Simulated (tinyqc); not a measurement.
# Critical temperature from a phonon spectrum: McMillan, Allen-Dynes and the linearised Eliashberg equation, step by step

A worked calculation. Computed by tinyqc, a small Python program that keeps every step. Command: `OMP_NUM_THREADS=1 python tinyqc.py 3022371 3022372 out.jsonl eliashberg walk`. One thread of a shared host (Intel(R) Xeon(R) Processor @ 2.30GHz), about 0.01 s of CPU time with the checks. Intermediate numbers are printed to about 6 digits and carried at full precision; extremes and crossings named in words are read from the listed rows.

alpha^2 F(omega) = sum_i (lambda_i omega_i/2) delta(omega - omega_i), so that lambda = 2 int alpha^2 F/omega d omega = sum_i lambda_i.

Inputs (values chosen for the exercise, for a model metal): peak energy omega_1 = 19 meV; coupling lambda_1 = 1.33; Coulomb pseudopotential mu* = 0.13; trial temperature = 29.3 K; Matsubara points N in the small matrix = 5.

Peaks in alpha^2 F: one.

Constants: k_B = 8.617333262e-05 eV/K.

## Moments of the spectrum

omega_log = exp(sum lambda_i ln omega_i / lambda); omega_rms = sqrt(sum lambda_i omega_i^2 / lambda).

lambda = 1.33

omega_log = 19 meV

omega_rms = 19 meV

## McMillan and Allen-Dynes

McMillan form: k_B T_c = (omega_log/1.2) exp[-1.04 (1 + lambda)/(lambda - mu* (1 + 0.62 lambda))]. Allen-Dynes multiplies it by f1 f2: f1 = [1 + (lambda/L1)^(3/2)]^(1/3), L1 = 2.46 (1 + 3.8 mu*); f2 = 1 + (omega_rms/omega_log - 1) lambda^2/(lambda^2 + L2^2), L2 = 1.82 (1 + 6.3 mu*) omega_rms/omega_log.

T_c, McMillan form = 20.0072 K

f1 = 1.06786

f2 = 1

T_c, Allen-Dynes = 21.3648 K

The two corrections raise T_c by 6.8 %.

## The small kernel at the trial temperature

Linearised Eliashberg equation at omega_n = (2n + 1) pi k_B T, n = 0..N-1: lambda(j) = sum_i lambda_i omega_i^2/(omega_i^2 + (2 pi j k_B T)^2); K_mn = lambda(m - n) + lambda(m + n + 1) - 2 mu*(N) - delta_mn [2m + 1 + lambda(0) + 2 sum_(j=1..m) lambda(j)], with 1/mu*(N) = 1/mu* + ln(omega_rms/omega_N), omega_N = (2N + 1) pi k_B T. T_c is where the largest eigenvalue rho of K is zero.

lambda(j), j = 0, 1, ...: [1.33000, 0.78366, 0.35105, 0.18283, 0.10942, 0.07217, 0.05096, 0.03783, 0.02915, 0.02314]

mu*(N) = 0.162129

K:
$$\begin{pmatrix}
-0.5406 & 0.8105 & 0.2096 & -0.0320 & -0.1427 \\
0.8105 & -4.7087 & 0.5688 & 0.0990 & -0.0905 \\
0.2096 & 0.5688 & -7.5215 & 0.5104 & 0.0646 \\
-0.0320 & 0.0990 & 0.5104 & -9.9215 & 0.4886 \\
-0.1427 & -0.0905 & 0.0646 & 0.4886 & -12.1550
\end{pmatrix}$$

## Largest eigenvalue of the small kernel

K is the kernel of the linearised Eliashberg equation on the Matsubara points omega_n = (2n + 1) pi k_B T; T_c is where its largest eigenvalue rho is zero. Diagonalise K; at rho = 0 the eigenvector c is the gap function Delta_n/omega_n up to a factor; away from it Delta_n/Delta_0 = (2n + 1) c_n/c_0 is only an estimate.

largest eigenvalue rho = -0.372897

Delta_n/Delta_0: [1.00000, 0.57916, 0.22295, 0.00245, -0.11999]

rho < 0: in this small matrix the trial temperature lies above T_c.

## Critical temperature from the full kernel

N is the smallest integer at or above 8 omega_max/(2 pi k_B T_AD), omega_max the highest peak and T_AD the Allen-Dynes value.

N used = 14

T_c, Eliashberg = 21.0312 K

k_B T_c/omega_log = 0.0953858

Allen-Dynes/Eliashberg = 1.01586

McMillan/Eliashberg = 0.951311

## Scaling the whole coupling

All lambda_i are multiplied by s. The last column is the large-lambda limit for mu* = 0, k_B T_c = 0.1827 omega_rms sqrt(lambda).

T_c (K):
```
s    lambda  McMillan  Allen-Dynes  Eliashberg  large-lambda limit
0.6   0.798    8.2977       8.5686      8.2350             35.9849
0.8   1.064   14.6276      15.3508     14.9896             41.5518
1.0   1.330   20.0072      21.3648     21.0312             46.4563
1.3   1.729   26.2874      28.8557     28.6399             52.9684
1.7   2.261   32.2400      36.7617     36.8290             60.5717
2.3   3.059   38.0847      45.9764     46.6470             70.4545
3.2   4.256   43.3172      56.7293     58.6323             83.1036
```

McMillan/Eliashberg runs from 1.01 at lambda = 0.80 to 0.74 at 4.26: the exponential form levels off at large lambda, while the true T_c keeps rising (exponent 0.69 between the last rows, tending to 1/2). Allen-Dynes stays within about 4 % over the table. The last row reaches 71 % of the mu* = 0 limit; with mu* above zero T_c stays below that line at any lambda.

## Isotope exponent

T_c ~ M^(-a). All omega_i scale as M^(-1/2) at fixed lambda, but mu* = mu/(1 + mu ln(E_F/omega)) changes: d mu*/d ln omega = mu*^2. In the McMillan form a = (1/2) [1 - 1.04 (1 + lambda)(1 + 0.62 lambda) mu*^2/(lambda - mu* (1 + 0.62 lambda))^2].

isotope exponent a = 0.468715

The Coulomb term lowers the exponent below 1/2: lighter ions raise the prefactor but also mu*.

Checks made by the program: one-point kernel at mu* = 0: rho = lambda(1) - 1 (relative difference below 1e-10); T_c against the Allen-Dynes fit (relative difference 2e-02).
